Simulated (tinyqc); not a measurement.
Worked calculation: band-to-band tunnelling across a p-n junction in a two-band chain. Values are carried at full precision from step to step, so a last printed digit may differ when a step is redone from the rounded ones.

Sites alternate A at -Eg/2 and C at +Eg/2 with hopping -t; near the edges, with k counted from the zone boundary pi/a, E^2 = (Eg/2)^2 + (t a k)^2, so t = sqrt(c Eg/m)/a gives the mass m, c = hbar^2/2m0. In the gap cosh(q a) = 1 + (Eg^2/4 - e^2)/(2 t^2), e the energy from the local mid-gap. The potential is V0 = Eg + ov on the p side (left), 0 on the n side, and falls linearly over the 2N sites of the junction, V_j = V0 (1 - j/(2N + 1)), j = 1 to 2N, site 1 being A. E = Eg/2 + x ov. A half chain that ends on a site of level e1 with neighbour e2 has g = (1 + z)/(E - e1), z = exp(-/+ i k a) the root with Im g < 0, cos(k a) = (E - e1)(E - e2)/(2 t^2) - 1. S_L = t^2 g (ending on C, shifted by V0), S_R = t^2 g (starting on A). T = 4 Im(S_L) Im(S_R) |G_(1,2N)|^2.

Constants: hbar^2/2m0 = 3.80998211 eV angstrom^2.

Values chosen for the exercise (gap and mass near those of InAs; shifted at random, so the results belong to these values and not to a real crystal):

| symbol | value | unit | meaning |
|---|---|---|---|
| Eg | 0.368 | eV | gap |
| m | 0.0254 | m0 | mass of electron and light hole |
| a | 6 | angstrom | period (two sites) |
| ov | 0.38 | eV | overlap: top of the valence band on the p side above the conduction edge on the n side |
| N | 4 |  | periods in the small junction |
| x | 0.69 |  | energy above the n-side conduction edge, as a share of ov |

## Hopping, field and tunnelling length

Form t, V0, E, the field F = V0/((2N + 1) a/2) (1 V/angstrom = 100 MV/cm) and the length Eg/F over which E lies in the gap.

t = 1.2383 eV
V0 = 0.7480 eV
E = 0.4462 eV
F = 2.770 MV/cm
tunnelling length = 13.28 angstrom

So short a junction keeps the matrix small; its field is of the size of the 1 to 3 MV/cm of tunnel diodes.

## Self-energies of the two sides

Form cos(k a) and S for each side.

cos(k a): left -0.981339, right -0.946118

S_L, S_R (eV): -0.05890-0.60691i  0.13110-0.78789i

## Recursive Green function

g_1 = 1/(E - e_1 - S_L); g_j = 1/(E - e_j - t^2 g_(j-1)), with S_R also subtracted at the last site; G_1j = G_1(j-1) (-t) g_j, G_11 = g_1; e_j is the site level plus V_j. The self-energies stand in the order S_L, S_R.

Sweep:

| j | e_j (eV) | g_j (1/eV) | G_1j (1/eV) |
|---|---|---|---|
| 1 | 0.4809 | 0.0656-1.6451i | 0.0656-1.6451i |
| 2 | 0.7658 | -0.0643-0.3857i | 0.7910-0.0996i |
| 3 | 0.3147 | 0.5712-1.4685i | -0.3785+1.5088i |
| 4 | 0.5996 | -0.1679-0.3674i | -0.7650+0.1416i |
| 5 | 0.1484 | 0.8876-0.9005i | 0.6830-1.0086i |
| 6 | 0.4333 | -0.3620-0.3708i | 0.7693-0.1386i |
| 7 | -0.0178 | 0.7483-0.4175i | -0.6412+0.5261i |
| 8 | 0.2671 | -0.3385-0.4396i | -0.5552-0.1286i |

T = 0.6211

## WKB for the same field

T = exp(-2 I/F), I = integral of q de across the gap. Continuum: q = sqrt(Eg^2/4 - e^2)/(t a), I = pi Eg^2/(8 t a). Lattice: q from the cosh formula, 12 Gauss-Legendre points in u with e = (Eg/2) sin(u), u from -pi/2 to pi/2. F in V/angstrom is the value in MV/cm over 100.

I (eV/angstrom): continuum 0.007158, lattice 0.007153

T by WKB: continuum 0.5965, lattice 0.5967

The chain gives 0.6211, 1.041 times the lattice WKB value; the exponent is only 0.52, and reflections at the two kinks of the potential count.

## Checks

- G_(1,2N) from the sweep against inversion of the whole matrix (size): both 0.56985.

Program tinyqc; command `OMP_NUM_THREADS=1 python tinyqc.py 1481104 1481105 out.jsonl`; about 0.01 s on one thread of a shared Intel(R) Xeon(R) Processor @ 2.30GHz.
